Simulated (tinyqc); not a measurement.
Changing the band bending V_b: admittance spectroscopy and thermally stimulated current of one trap level in a depletion layer. Computed by tinyqc, a small Python program. Command: `OMP_NUM_THREADS=1 python tinyqc.py 3110255 3110256 out.jsonl admit sweep`. One thread of a shared host (Intel(R) Xeon(R) Processor @ 2.30GHz), about 0.01 s of CPU time with the checks.

A Schottky junction on n-type material holds one donor-like electron trap; shallow donors are fully ionised and abrupt depletion edges are assumed.

Inputs (values chosen for the exercise, modelled on n-type 4H-SiC):
```
quantity                         value    unit
dielectric constant eps           9.78       -
density-of-states mass m         0.747     m_0
shallow doping N               2.7e+16  1/cm^3
trap density N_t               5.7e+15  1/cm^3
trap depth E_t below the band    0.153      eV
capture cross section sigma    8.9e-17    cm^2
test frequency f                200000      Hz
```

Constants: k_B = 1.380649e-23 J/K; m_0 = 9.1093837015e-31 kg; h = 6.62607015e-34 J s; k_B = 8.617333262e-05 eV/K; eps_0 = 8.8541878128e-12 F/m; e = 1.602176634e-19 C.

Method:
- N_c = 2 (2 pi m k_B T/h^2)^(3/2), v_th = sqrt(3 k_B T/m), emission rate e_n = sigma v_th N_c exp(-E_t/(k_B T)).
- Where the level crosses the Fermi level capture equals emission, so the trap follows the signal with the rate 2 e_n; G/omega peaks at omega = 2 e_n (the correction for large N_t/N is left out).
- Solve 2 e_n(T_p) = 2 pi f.
- With E_c - E_F = k_B T_p ln(N_c/N): lambda = sqrt(2 eps eps_0 (E_t - (E_c - E_F))/(e^2 N)); traps are empty and charged for x < x_t = w - lambda, and V_b = e (N w^2 + N_t x_t^2)/(2 eps eps_0). High frequency: C_hf = eps eps_0/w. Low frequency: C_lf = eps eps_0 (N + N_t)/(N w + N_t x_t).

One run for each value:
```
band bending V_b (V)  step (C_lf - C_hf)/C_hf  C_hf (nF/cm^2)  crossing point x_t (nm)  depletion width w (nm)
0.69                                 0.057168          54.654                   109.29                  158.44
2.20                                 0.031847          31.194                   228.44                  277.60
2.90                                 0.027723          27.263                   268.47                  317.63
3.60                                 0.024873          24.529                   303.88                  353.03
4.40                                 0.022493          22.233                   340.34                  389.49
5.10                                 0.020889          20.680                   369.59                  418.74
5.90                                 0.019418          19.252                   400.65                  449.80
```

Give the missing row, band bending V_b (V) = 1.40.

Computed row:
```
band bending V_b (V)  step (C_lf - C_hf)/C_hf  C_hf (nF/cm^2)  crossing point x_t (nm)  depletion width w (nm)
1.40                                 0.039978          38.851                   173.73                  222.88
```

Interpolating between the two neighbouring rows (the first column on a logarithmic scale, the others too where they are positive) misses most in crossing point x_t (nm), by 1.4 %. Over the rows, step (C_lf - C_hf)/C_hf falls from 0.0572 to 0.0194 (exponent d ln y / d ln x about -0.50 throughout); C_hf (nF/cm^2) falls from 54.7 to 19.3 (exponent d ln y / d ln x about -0.49 throughout); crossing point x_t (nm) rises from 109 to 401 (exponent d ln y / d ln x 0.66 between the first rows and 0.55 between the last). The exponent of C_hf stays between -0.49 and -0.48, near -0.50: w grows as sqrt(V_b). Lambda does not depend on the bias, so the step falls as w grows.

Extremes, crossings and ranges named in words are read from the listed rows.
